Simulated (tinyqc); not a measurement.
# Sheet resistance and contact resistivity from two gaps

Problem. A circular structure with r0 >> Lt has R = (Rsh/2 pi) [Lt (1/r0 + 1/r1) + ln(r1/r0)], r1 = r0 + sp, Lt = sqrt(rc/Rsh). Find Rsh, Lt and rc.

Parameters, values chosen for the exercise:
```
symbol  value  unit                      meaning
r0         61    um  radius of the inner contact
```

R at sp = 12 and 55 um (ohm): 1.5638600  3.1847474

Answer. R is linear in Rsh and Rsh Lt, so two gaps give both.

Rsh = 24.0 ohm/sq
Lt = 7.64 um
rc = 1.40e-5 ohm cm^2

Numbers from tinyqc (`OMP_NUM_THREADS=1 python tinyqc.py 2760109 2760110 out.jsonl`; about 0.01 s on one thread of a shared Intel Xeon 2.30GHz).
